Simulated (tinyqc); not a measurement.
Floating body of a partially depleted SOI transistor: body voltage and kink: one step of the calculation.

Source at 0 V. Channel current Ic = 2 nf K Vt^2 [F(0) - F(Vd)](1 + la Vd), F(V) = ln^2(1 + exp((Vg - VT - nf V)/(2 nf Vt))), VT = VT0 - gb Vb. Saturation voltage Vs = 2 Vt sqrt(F(0)) + 3 Vt, excess Ve = (Vd - Vs + sqrt((Vd - Vs)^2 + 0.0004 V^2))/2, multiplication M1 = Ai Ve exp(-Bl/Ve). Each junction passes D(v) = J1 (exp(v/Vt) - 1) + J2 (exp(v/(2 Vt)) - 1). Bipolar current Ib = bb J1 (exp(Vb/Vt) - 1). The body settles where M1 (Ic + Ib) = D(Vb) + D(Vb - Vd) + Vb/Rb; drain current Id = (1 + M1)(Ic + Ib) - D(Vb - Vd).

Task. Drain current with floating and with grounded body. Id and VT at the converged Vb, Id at Vb = 0, their ratio, and the bipolar share Ib/(Ic + Ib).

Values chosen for this exercise; values of the order met in partially depleted silicon-on-insulator transistors: temperature T = 358 K; threshold at zero body voltage VT0 = 0.43 V; fall of the threshold per volt of body voltage gb = 0.18; slope factor nf = 1.17; gain factor per width K = 150 uA/(V^2 um); channel-length modulation factor la = 0.09 1/V; impact-ionisation prefactor Ai = 1.13 1/V; impact-ionisation voltage Bl = 5 V; diffusion saturation current of each junction J1 = 2.3e-10 uA/um; recombination saturation current of each junction J2 = 6e-7 uA/um; gain of the lateral bipolar transistor on the diffusion current bb = 3; resistance of a weak body tie to the source (1e9 stands for no tie, and the term is then dropped) Rb = 1e9 kohm um; gate voltage Vg = 0.42 V; drain voltage Vd = 1.6 V.

Constants: q = 1.602176634e-19 C, kB = 1.380649e-23 J/K, Vt = kB T/q. Results are converted to the units shown.

converged Vb = 0.58571196 V

Wanted: VT; Id, floating; Id, grounded; ratio; bipolar share.

Result.

VT = 0.32457 V
Id, floating = 1.0978 uA/um
Id, grounded = 0.15816 uA/um
ratio = 6.9409
bipolar share = 11.570 %

The body rises to 0.586 V and lowers the threshold by 105 mV.

Range of the model: The multiplication law is an empirical form chosen for the exercise; self-heating and capacitive coupling to the body are left out, and the linear laws are rough once Vb passes about 0.7 V or M1 about 0.1.

Program tinyqc, `OMP_NUM_THREADS=1 python tinyqc.py 2182044 2182045 out.jsonl`; Intel Xeon 2.30GHz, shared host, one thread, about 0.2 s.
